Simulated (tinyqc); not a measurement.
Effective charge: two electrons on one impurity (helium-like model).

Units Ha* = 2 Ry m/eps^2 and a* = a0 eps/m. One electron is bound by Z^2/2. Two electrons in the singlet built from exp(-a r) and exp(-b r): S = 8 (ab)^(3/2)/(a + b)^3, h_aa = a^2/2 - Z a, h_bb alike, h_ab = S (ab/2 - Z (a + b)/2), J = ab (a^2 + 3ab + b^2)/(a + b)^3, K = 20 (ab)^3/(a + b)^5, E = (h_aa + h_bb + 2 S h_ab + J + K)/(1 + S^2). For a = b this is a^2 - 2 Z a + 5a/8. Real double donors are deeper, since the central cell is left out.

Inputs chosen for the exercise (out of a larger set: near those of impurities in Si; not measured data): m = 0.308 m0 (one mean mass); eps = 11.8 (dielectric constant); Zs = (0.99, 1.06, 1.2, 1.57, 2.01, 2.68, 3.56) (charges).

Ha* = 60.1918 meV

Binding of the first electron, of the second (-E - Z^2/2) with equal and with unequal orbitals, and U, the first less the second (unequal).

Results (meV):

| Z | first | second, equal | second, unequal | a/b | U | U/(Z Ha*) |
|---|---|---|---|---|---|---|
| 0.99 | 29.5 | -1.87 | 0.61 | 3.79 | 28.9 | 0.485 |
| 1.06 | 33.8 | -0.18 | 2.11 | 3.19 | 31.7 | 0.497 |
| 1.20 | 43.3 | 4.07 | 6.14 | 2.64 | 37.2 | 0.515 |
| 1.57 | 74.2 | 21.00 | 22.81 | 2.09 | 51.4 | 0.544 |
| 2.01 | 121.6 | 51.85 | 53.54 | 1.83 | 68.1 | 0.562 |
| 2.68 | 216.2 | 121.22 | 122.81 | 1.64 | 93.3 | 0.579 |
| 3.56 | 381.4 | 253.37 | 254.91 | 1.51 | 126.5 | 0.590 |

Equal orbitals bind a second electron only above Z = (5/16)/(1 - 1/sqrt2) = 1.067; unequal ones do so in 7 of the 7 rows. Their gain is 2.48 meV in the first row and 1.54 in the last, while the second binding grows to 255 meV, so the gain decides the matter only near Z = 1. U grows almost linearly with Z: U/(Z Ha*) goes from 0.485 to 0.590, towards 5/8, while the first binding grows as Z^2. Angular correlation is left out: at Z = 1 this function binds the second electron by 0.0133 Ha*, half the exact 0.0278.

Run: tinyqc, `OMP_NUM_THREADS=1 python tinyqc.py 1251314 1251315 out.jsonl`; Intel(R) Xeon(R) Processor @ 2.30GHz, one thread, shared host; about 0.04 s of CPU time with all checks.
